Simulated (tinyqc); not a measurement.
# Undoped symmetric double-gate MOSFET, analytic potential model, step by step

Numbers from tinyqc (`OMP_NUM_THREADS=1 python tinyqc.py 2440087 2440088 out.jsonl`; about 0.02 s on one thread of a shared Intel Xeon 2.30GHz). Printed values are rounded.

An undoped body of thickness ts between two equal insulators and tied gates; long channel, electrons only, n = ni exp((psi - V)/Vt) with V the quasi-Fermi potential (0 at the source, Vd at the drain), constant mobility, no quantisation. Across the body psi(x) = V - 2 Vt ln[(ts/(2 beta)) sqrt(q ni/(2 eps0 eps_r Vt)) cos(2 beta x/ts)], x from the centre. Q is the electron charge per area of the whole body.

Values chosen for this exercise; material values close to those of silicon:
- T = 293 K (temperature)
- Eg = 1.1 eV (band gap)
- eps_r = 11.7 (relative permittivity of the semiconductor)
- Nc = 2.74e19 cm^-3 (conduction-band density of states at T)
- Nv = 2.58e19 cm^-3 (valence-band density of states at T)
- eox = 7.52 (relative permittivity of the gate insulator)
- tox = 3.1 nm (insulator thickness)
- ts = 15 nm (body thickness)
- dphi = -0.02 V (gate work function less that of the intrinsic body)
- mu = 140 cm^2/(V s) (channel mobility)
- L = 0.1 um (gate length)
- Vg = 0.49 V (gate voltage)
- Vd = 0.1 V (drain voltage)

Constants: q = 1.602176634e-19 C, kB = 1.380649e-23 J/K, Vt = kB T/q, eps0 = 8.8541878128e-14 F/cm where lengths are in cm. Results are converted to the units shown.

## Constants of the body

ni = sqrt(Nc Nv) exp(-Eg/(2 Vt)), Eg in volts; r = eps_r tox/(eox ts); V0 = dphi + 2 Vt ln[(2/ts) sqrt(2 eps0 eps_r Vt/(q ni))].

ni = 9.21193e9 cm^-3
r = 0.321543
V0 = 0.433439 V

## Iteration 1: beta at the source by Newton steps in z = ln(tan beta)

z at the start = 1

With V = 0, t = exp(z), beta = arctan(t): f = ln(beta) + (1/2) ln(1 + t^2) + 2 r beta t - (Vg - V0)/(2 Vt); with c = t/(1 + t^2), df/dz = c/beta + t c + 2 r t (c + beta); z(new) = z - f/(df/dz).

beta = 1.21828
f = 2.27049
df/dz = 3.84286
z after iteration 1 = 0.409166

## Iteration 2: beta at the source by Newton steps in z = ln(tan beta)

As before.

beta = 0.984501
f = 0.409391
df/dz = 2.56144
z after iteration 2 = 0.249338

## Course of the iteration: beta at the source by Newton steps in z = ln(tan beta)

Stop when z changes by less than 1e-11, or after 60 iterations.

Course of the iteration:
```
iteration	z	|change|
1	0.409166	0.591
2	0.249338	0.160
3	0.240299	9.04e-3
4	0.240272	2.68e-5
5	0.240272	2.35e-10
6	0.240272	< 1e-13
```

Converged in 6 iterations. At the end the number of correct digits about doubles with each step.

## Charges and drain current

beta_s = 0.904395
beta_d = 0.362201

beta (between 0 and pi/2) solves (Vg - V0 - V)/(2 Vt) = ln(beta) - ln(cos beta) + 2 r beta tan(beta). Q = 8 eps0 eps_r Vt beta tan(beta)/ts; I = mu (1/L)(4 eps0 eps_r/ts)(2 Vt)^2 [g(beta_s) - g(beta_d)] per width, g = beta tan(beta) - beta^2/2 + r beta^2 tan^2(beta), with beta_s at V = 0 and beta_d at V = Vd.

Qs = 160.428 nC/cm^2
Qd = 19.1456 nC/cm^2
g(beta_s) = 1.16632
g(beta_d) = 0.0777064
I = 10.7361 uA/um

The term r beta^2 tan^2(beta), which gives the square law, makes up 36.5 % of g at the source.

## Potential and electron density across the body at the source

x/ts, point 0 to 6: 0  0.1  0.2  0.3  0.4  0.45  0.5

psi(x) as above with V = 0 and beta = beta_s; n = ni exp(psi/Vt).

```
point	psi (V)	n (cm^-3)
0	0.448364	4.74775e17
1	0.449195	4.90654e17
2	0.451743	5.42761e17
3	0.456195	6.47419e17
4	0.462926	8.45210e17
5	0.467349	1.00704e18
6	0.472654	1.24247e18
```

The density at the surface is 2.62 times that at the centre (1/cos^2 beta).
